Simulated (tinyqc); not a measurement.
## Long-channel MOSFET, surface-potential model: effect of the temperature

n-channel transistor on a uniformly doped p-type body, gradual-channel approximation, constant mobility, Boltzmann statistics, full ionisation. Potentials are counted from the neutral body; V is the electron quasi-Fermi potential, Vsb at the source and Vsb + Vds at the drain. Charges are magnitudes per area.

Nc and Nv are given at 273 K and scale as (T/273 K)^1.5; Eg, Vfb and mu are held fixed. ni = sqrt(Nc Nv) exp(-Eg/(2 Vt)), Eg in volts; phiF = Vt ln(Na/ni); Cox = eps0 eox/tox; gamma = sqrt(2 q eps0 eps_r Na)/Cox. The surface potential psi at channel potential V solves Vgs + Vsb - Vfb - psi = gamma sqrt(G), G = psi - Vt + Vt exp((psi - 2 phiF - V)/Vt). Charge sheet: Qi = Cox gamma [sqrt(G) - sqrt(psi - Vt)]; I = mu (W/L) [integral of Qi dpsi from psi_0 to psi_L (drift) + Vt (Qi0 - QiL) (diffusion)], with psi_0 at V = Vsb and psi_L at V = Vsb + Vds. VT = Vfb + 2 phiF + gamma sqrt(2 phiF + Vsb), m = 1 + gamma/(2 sqrt(2 phiF + Vsb)). The swing is 20 mV/log10[I(VT - 0.14 V)/I(VT - 0.16 V)] of the charge-sheet current at the given Vds.

Parameters, values chosen for the exercise; material values those of a made-up semiconductor: band gap Eg = 3.09 eV; relative permittivity of the semiconductor eps_r = 8.65; conduction-band density of states at the reference temperature Nc = 1.72e19 cm^-3; valence-band density of states at the reference temperature Nv = 2.8e19 cm^-3; acceptor density of the body Na = 4.6e17 cm^-3; relative permittivity of the gate insulator eox = 8.65; insulator thickness tox = 5.1 nm; flat-band voltage Vfb = -1.24 V; channel mobility mu = 140 cm^2/(V s); gate width W = 5 um; gate length L = 0.5 um; source-body reverse bias Vsb = 1 V; gate-source voltage Vgs = 2.78 V; drain-source voltage Vds = 0.8 V.

Constants: q = 1.602176634e-19 C, kB = 1.380649e-23 J/K, Vt = kB T/q, eps0 = 8.8541878128e-14 F/cm where lengths are in cm. Results are converted to the units shown.

The same in every row: gamma (V^0.5) = 0.2237.

Results:

| T (K) | VT (V) | m | swing (mV/decade) | I at Vgs, Vds (uA) |
|---|---|---|---|---|
| 220 | 2.161 | 1.056 | 46.28 | 257.6 |
| 250 | 2.133 | 1.056 | 52.62 | 273.1 |
| 280 | 2.104 | 1.057 | 58.97 | 290.1 |
| 340 | 2.043 | 1.057 | 71.70 | 328.8 |
| 370 | 2.011 | 1.057 | 78.09 | 350.4 |
| 400 | 1.979 | 1.058 | 84.49 | 373.5 |
| 430 | 1.946 | 1.058 | 90.90 | 398.0 |

Estimate the missing row, T = 310 K.

Computed row:

| T (K) | VT (V) | m | swing (mV/decade) | I at Vgs, Vds (uA) |
|---|---|---|---|---|
| 310 | 2.074 | 1.057 | 65.33 | 308.7 |

With this row back in the table: As T goes from 220 to 430 K, VT falls from 2.16 to 1.95 V, the swing rises from 46.3 to 90.9 mV a decade and the current rises from 258 to 398 uA. The swing is 0.36 % above m Vt ln 10 in the first row and 0.73 % above it in the last. In every row the surface electron density at the source passes 0.3 Nc, where degeneracy and quantisation, left out here, matter. In every row acceptors of such wide-gap materials are deep, so full ionisation is an idealisation. In every row the mobility is held fixed, though a real channel mobility changes with T and would alter the trend of the current.

Computed by the program tinyqc: `OMP_NUM_THREADS=1 python tinyqc.py 2360016 2360017 out.jsonl`, one thread of a shared Intel Xeon 2.30GHz, about 0.03 s for the whole run.
